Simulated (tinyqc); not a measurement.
Specific resistance of a metal-semiconductor contact and its transmission-line measurement: one step, computed by the program tinyqc. Command: `OMP_NUM_THREADS=1 python tinyqc.py 3008264 3008265 out.jsonl contact walk`. One thread of a shared host (Intel(R) Xeon(R) Processor @ 2.30GHz), about 0.01 s of CPU time with the checks.

The barrier is parabolic (depletion approximation), energies E are normal energies counted from the band edge in the neutral semiconductor (downwards for holes), and the bias is zero. xi is an input, held fixed when other inputs move.

Task: Tunnelling energy and barrier. E_00 = (e hbar/2) sqrt(N/(eps eps_0 m)); band bending E_b = phi_B + xi; depletion width w = sqrt(2 eps eps_0 E_b/(e^2 N)). Image lowering d_phi = (e^3 N E_b/(8 pi^2 (eps eps_0)^3))^(1/4) (E_b in volts), and E_b - d_phi replaces E_b everywhere except in w.

Inputs (values chosen for the exercise, modelled on p-type SiGe):
```
quantity,value,unit
tunnelling mass m,0.31,m_0
permittivity eps,13,-
barrier height phi_B,0.37,eV
doping N,1.9e+19,1/cm^3
"Fermi level above the band edge in the bulk, xi",-0.0045,eV
temperature T,400,K
```

Image-force lowering: included.

Constants: hbar = 1.054571817e-34 J s; eps_0 = 8.8541878128e-12 F/m; m_0 = 9.1093837015e-31 kg; k_B = 8.617333262e-05 eV/K; e = 1.602176634e-19 C.

Give: E_00; E_00/k_B T; depletion width; barrier used, above the bulk band edge.

Result:

E_00 = 40.31 meV

E_00/k_B T = 1.170

depletion width = 5.257 nm

barrier used, above the bulk band edge = 0.2414 eV

By the usual rule this is thermionic-field emission (0.5 to 5 k_B T).
